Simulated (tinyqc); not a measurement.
Sp3 tight binding, zinc-blende lattice, step by step. One step of it, computed by the program tinyqc.

Question. Bloch Hamiltonian at k. Slater-Koster rules over the four bonds with direction cosines (l, m, n): ss V_ss; s-px l V_sp; px-s -l V_sp; px-px l^2 V_pps + (1 - l^2) V_ppp; px-py l m (V_pps - V_ppp); each times exp(i k.d).

Parameters chosen for this model: zinc-blende lattice, anion at 0, cation at a/4 (1,1,1); V = eta hbar^2 / (m d^2), hbar^2/m = 7.619964 eV angstrom^2:
```
parameter          value      unit
a               6.000000  angstrom
d               2.598076  angstrom
Es anion      -13.950000        eV
Ep anion       -5.760000        eV
Es cation     -13.950000        eV
Ep cation      -5.760000        eV
eta ss         -1.320000
eta sp          1.420000
eta pp sigma    2.220000
eta pp pi      -0.630000
V ss           -1.490126        eV
V sp            1.603015        eV
V pp sigma      2.506121        eV
V pp pi        -0.711197        eV
```

k point k (2 pi / a): 0.060000  0.220000  0.130000

Give: H(k) at k.

Answer.

H(k) at k (eV):
```
                a s           a px           a py           a pz
a s         -13.950          0.000          0.000          0.000
a px          0.000         -5.760          0.000          0.000
a py          0.000          0.000         -5.760          0.000
a pz          0.000          0.000          0.000         -5.760
c s   -5.467-0.039i   0.253+0.321i   0.066+1.223i   0.116+0.703i
c px  -0.253-0.321i   1.325+0.009i  -0.134-0.815i  -0.077-1.417i
c py  -0.066-1.223i  -0.134-0.815i   1.325+0.009i  -0.293-0.372i
c pz  -0.116-0.703i  -0.077-1.417i  -0.293-0.372i   1.325+0.009i

                c s           c px           c py           c pz
a s   -5.467+0.039i  -0.253+0.321i  -0.066+1.223i  -0.116+0.703i
a px   0.253-0.321i   1.325-0.009i  -0.134+0.815i  -0.077+1.417i
a py   0.066-1.223i  -0.134+0.815i   1.325-0.009i  -0.293+0.372i
a pz   0.116-0.703i  -0.077+1.417i  -0.293+0.372i   1.325-0.009i
c s         -13.950          0.000          0.000          0.000
c px          0.000         -5.760          0.000          0.000
c py          0.000          0.000         -5.760          0.000
c pz          0.000          0.000          0.000         -5.760
```
